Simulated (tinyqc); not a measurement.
What moves the results: hole subbands of a hard-walled well, four-band Luttinger model. A value that a table varies takes the place of the one given here.

Hole energies are counted downwards from the unstrained band edge, c = hbar^2/2m0. After the usual block transformation one block is H = [[P + Q - Zs, R - i S], [R + i S, P - Q + Zs]] in (heavy, light), with P +/- Q = c [(g1 +/- g2) k^2 + (g1 -/+ 2 g2) kz^2], R = sqrt(3) c gR k^2, S = 2 sqrt(3) c g3 k kz, kz = -i d/dz; axial approximation gR = (g2 + g3)/2. Zs = b (e_par - e_perp) is the shear part of the strain (the hydrostatic part shifts all levels alike and is left out). Basis sqrt(2/L) sin(n pi z/L), n = 1 to N, for each component: kz^2 gives (n pi/L)^2 and the heavy-light block is R delta_nm - 2 sqrt(3) c g3 k D_nm with D_nm = 4 n m/(L (n^2 - m^2)) for n + m odd, 0 otherwise. The other block has the same levels. The split-off band is left out.

Constants: hbar^2/2m0 = 3.80998211 eV angstrom^2.

Values chosen for the exercise (near those of GaAs; the results hold for these values, not for the real material): g1 = 6.96 (Luttinger gamma1); g2 = 2.07 (gamma2); g3 = 2.95 (gamma3); L = 195 angstrom (well width along [001]); k = 0.0079 1/angstrom (wave vector in the plane); Zlist = (-0.0203, -0.0126, -0.0071, -0.0019, 0, 0.006, 0.0111) eV (shear strain energies (negative: tension in the plane, for b < 0)).

## Which coupling does what

shear strain energy Zs = 0.040872 eV
N = 20, at the given k. Diagonal: R = S = 0. Along [100] and [110] gR is g2 and g3 instead of their mean.

Hole energies (meV):
```
model,E1,E2,E3,E4
diagonal,-35.94,-27.57,-13.63,5.89
R alone,-35.95,-27.58,-13.63,5.89
S alone,-36.10,-28.17,-14.76,4.28
axial,-36.11,-28.18,-14.76,4.27
[100],-36.11,-28.17,-14.76,4.27
[110],-36.12,-28.18,-14.76,4.27
```

What does this show, and why?

The couplings move E1 by -0.17 meV: R alone by -0.01, S alone by -0.16, so S matters more at k L/pi = 0.49 (R grows as k^2 and joins equal n, S as k and joins n of opposite parity). Warping spreads E1 by 0.01 meV between [100] and [110], the hole being heavier along [110]; the axial value lies between them.

## Strain

N = 20. dE is the rise of the top subband from k = 0 to k1 = pi/(4L), m1 = c k1^2/dE (dash if dE is not positive), and the heavy weight is taken at k = pi/L.

Top subband:
```
Zs (eV),HH1 (meV),LH1 (meV),dE (meV),heavy weight,m1 (m0)
-0.0203,23.1,-9.3,0.174,0.048,0.355
-0.0126,15.4,-1.6,0.103,0.101,0.602
-0.0071,9.9,3.9,-0.038,0.203,-
-0.0019,4.7,9.1,0.408,0.439,0.151
0.0000,2.8,11.0,0.430,0.573,0.144
0.0060,-3.2,17.0,0.462,0.880,0.134
0.0111,-8.3,22.1,0.477,0.945,0.129
```

How do the results move?

HH1 and LH1 cross at Zs = -2 c g2 (pi/L)^2 = -0.0041 eV; for more negative Zs the light hole is on top. Among the rows with HH1 on top, m1 goes from 0.151 to 0.129 m0 as the splitting widens from 4 to 30 meV, against the unmixed 1/(g1 + g2) = 0.111: compression lightens the holes here. A dash marks a top subband whose hole energy at k1 lies below that at k = 0: an electron-like (negative) mass. m1 describes the neighbourhood of k = 0 only; where HH1 and LH1 lie close, the band may peak further out.

Run: tinyqc, `OMP_NUM_THREADS=1 python tinyqc.py 1281833 1281834 out.jsonl`; Intel(R) Xeon(R) Processor @ 2.30GHz, one thread, shared host; about 0.3 s of CPU time with all checks.
